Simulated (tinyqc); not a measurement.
Extrapolating accelerated tests: lateral field, substrate current, probability of reaching the oxide barrier and hot-carrier lifetime of a silicon transistor (pseudo-two-dimensional and lucky-electron models). Computed by tinyqc, a small Python program. Command: `OMP_NUM_THREADS=1 python tinyqc.py 3010942 3010943 out.jsonl hotcar walk`. One thread of a shared host (Intel(R) Xeon(R) Processor @ 2.30GHz), about 0.01 s of CPU time with the checks.

Local-field models: a lucky carrier gains its energy at the peak field over a path free of collisions. Voltages are magnitudes.

Inputs (values chosen for the exercise, modelled on a silicon n-channel):

| quantity | value | unit |
|---|---|---|
| channel length L | 1400 | nm |
| oxide thickness t | 32 | nm |
| junction depth x_j | 460 | nm |
| mobility mu | 280 | cm^2/(V s) |
| saturation velocity v_s | 0.78 | 1e7 cm/s |
| threshold voltage V_T | 0.63 | V |
| gate voltage V_G | 3.8 | V |
| drain voltage V_D | 7.6 | V |
| ionisation prefactor A_i | 2.2e+06 | 1/cm |
| ionisation field B_i | 1.71 | MV/cm |
| hot-carrier mean free path lambda | 8 | nm |
| oxide barrier phi_b | 3.1 | eV |
| interface-trap threshold phi_it | 3.6 | eV |
| lifetime constant H | 2000 | s microampere/micrometre |

Drain: abrupt.

Constants: eps_0 = 8.8541878128e-12 F/m.

Method:
- C_ox = 3.9 eps_0/t; F_sat = 2 v_s/mu; V_Dsat = V_ov F_sat L/(V_ov + F_sat L), V_ov = V_G - V_T; I_D/W = C_ox v_s (V_ov - V_Dsat).
- Scale length l = 0.22 t^(1/3) x_j^(1/2) (all in cm); F_m = sqrt(((V_D - V_Dsat)/l_e)^2 + F_sat^2), with l_e = l; length of the velocity-saturated region l_e ln((V_D - V_Dsat)/(l_e F_sat) + F_m/F_sat).
- Substrate current I_sub/I_D = (A_i/B_i)(V_D - V_Dsat) exp(-B_i/F_m); probability of reaching the oxide barrier exp(-phi_b/(e lambda F_m)); lifetime tau = (H/(I_D/W)) exp(phi_it/(e lambda F_m)).
- V_10 solves tau = 3.156e8 s at the given V_G. The extrapolation fits ln(tau) against 1/V_D at 1, 1.08, 1.16 and 1.25 times the given V_D (rounded to 3 digits) by least squares and reads off the same tau.

V_Dsat = 2.25397 V

Stress points:

| V_D (V) | 1/V_D (1/V) | tau (s) |
|---|---|---|
| 7.60 | 0.13158 | 1.7739e+09 |
| 8.21 | 0.12180 | 3.0257e+08 |
| 8.82 | 0.11338 | 7.0384e+07 |
| 9.50 | 0.10526 | 1.8253e+07 |

ten-year drain voltage V_10 = 8.1940 V

V_10 from the 1/V_D extrapolation = 8.2077 V

What follows from these numbers?

The extrapolation is 14 mV above the true value.

Extremes, crossings and ranges named in words are read from the listed rows.
